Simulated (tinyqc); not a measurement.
From results back to parameters: carrier statistics of a doped semiconductor with parabolic bands. Three cases, with inputs chosen for the exercise.

Problem. ni^2 = C^2 (T/300 K)^3 exp(-Eg(T)/kB T) with Eg(T) = Eg0 - al T^2/(T + be). Two intrinsic densities were computed from hidden Eg0 and C = sqrt(Nc Nv) at 300 K.

Constants: kB = 8.617333262e-05 eV/K.

Find: Eg0; C.

Method. y(T) = 2 ln ni - 3 ln(T/300) - al T/((T + be) kB) equals 2 ln C - Eg0/(kB T), a straight line in 1/T; two points give slope and intercept.

Case 1.

Values chosen (near those of GaP; not measured data):
- al = 0.000577 eV/K (Varshni alpha)
- be = 373 K (Varshni beta)
- T1 = 300 K
- T2 = 430 K

ni(T1) = 1.42086 1/cm^3
ni(T2) = 3.29755e+06 1/cm^3

Solution.

Eg0 = 2.363 eV
C = 2.25e+19 1/cm^3

Case 2.

Values chosen (near those of GaN; not measured data):
- al = 0.00091 eV/K (Varshni alpha)
- be = 831 K (Varshni beta)
- T1 = 320 K
- T2 = 490 K

ni(T1) = 1.18627e-08 1/cm^3
ni(T2) = 139.962 1/cm^3

Solution.

Eg0 = 3.507 eV
C = 1.03e+19 1/cm^3

Case 3.

Values chosen (near those of Si; not measured data):
- al = 0.000472 eV/K (Varshni alpha)
- be = 639 K (Varshni beta)
- T1 = 300 K
- T2 = 550 K

ni(T1) = 5.93106e+09 1/cm^3
ni(T2) = 6.55704e+14 1/cm^3

Solution.

Eg0 = 1.173 eV
C = 1.76e+19 1/cm^3

Computed by tinyqc, one run a case: `OMP_NUM_THREADS=1 python tinyqc.py N N+1 out.jsonl` with N = 1680535, 1680557, 1680564; one thread of a shared Intel(R) Xeon(R) Processor @ 2.30GHz, about 0.01 s a run at most.
